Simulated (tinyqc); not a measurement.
From results back to parameters: free-carrier optics of a doped semiconductor (Drude model with one polar phonon). Four cases, with inputs chosen for the exercise.

Problem. The upper coupled mode solves E^4 - (wL^2 + Ep^2) E^2 + Ep^2 wT^2 = 0 with wL = wT sqrt(es/ei); N is hidden.

eps(E) = ei [1 - Ep^2/(E^2 + i E Gam)] + (es - ei) wT^2/(wT^2 - E^2 - i E gT), with Ep^2 = 8 pi c (e^2/(4 pi eps0)) N/(m ei), c = hbar^2/2m0, N in 1/angstrom^3 (1e-24 per 1/cm^3); Gam = hbar/tau, tau = mu m m0/e with m0/e = 5.685630e-12 kg/C and mu in m^2/(V s). Energies in meV.

Constants: hbar^2/2m0 = 3.80998211 eV angstrom^2; e^2/(4 pi eps0) = 14.39964547 eV angstrom.

Case 1.

Values chosen (mass and dielectric values near those of GaN; N and mu are free inputs; interband absorption and the rise of the mass with filling are left out; not measured data): m = 0.193 m0 (conductivity mass); ei = 5.24 (high-frequency dielectric constant); wT = 69.4 meV (TO phonon); es = 9.21 (static dielectric constant).

L+ = 93.2553 meV

Case 2.

Values chosen (mass and dielectric values near those of GaAs; N and mu are free inputs; interband absorption and the rise of the mass with filling are left out; not measured data): m = 0.0694 m0 (conductivity mass); ei = 11.13 (high-frequency dielectric constant); wT = 33.3 meV (TO phonon); es = 13.04 (static dielectric constant).

L+ = 67.3504 meV

Case 3.

Values chosen (mass and dielectric values near those of GaSb; N and mu are free inputs; interband absorption and the rise of the mass with filling are left out; not measured data): m = 0.0404 m0 (conductivity mass); ei = 14.22 (high-frequency dielectric constant); wT = 27.6 meV (TO phonon); es = 15.75 (static dielectric constant).

L+ = 29.5283 meV

Case 4.

Values chosen (mass and dielectric values near those of InAs; N and mu are free inputs; interband absorption and the rise of the mass with filling are left out; not measured data): m = 0.0282 m0 (conductivity mass); ei = 12.14 (high-frequency dielectric constant); wT = 26.7 meV (TO phonon); es = 14.8 (static dielectric constant).

L+ = 29.9381 meV

Find: Ep; N; L-.

Solution. Ep^2 = L+^2 (L+^2 - wL^2)/(L+^2 - wT^2); the product of the roots gives L- = Ep wT/L+.

Case 1.

Ep = 22.76 meV
N = 3.80e+17 1/cm^3
L- = 16.94 meV

Case 2.

Ep = 65.45 meV
N = 2.40e+18 1/cm^3
L- = 32.36 meV

Case 3.

Ep = 14.94 meV
N = 9.30e+16 1/cm^3
L- = 13.96 meV

Case 4.

Ep = 11.53 meV
N = 3.30e+16 1/cm^3
L- = 10.28 meV

Computed by tinyqc, one run a case: `OMP_NUM_THREADS=1 python tinyqc.py N N+1 out.jsonl` with N = 1680974, 1680978, 1680997, 1681077; one thread of a shared Intel(R) Xeon(R) Processor @ 2.30GHz, about 0.01 s a run at most.
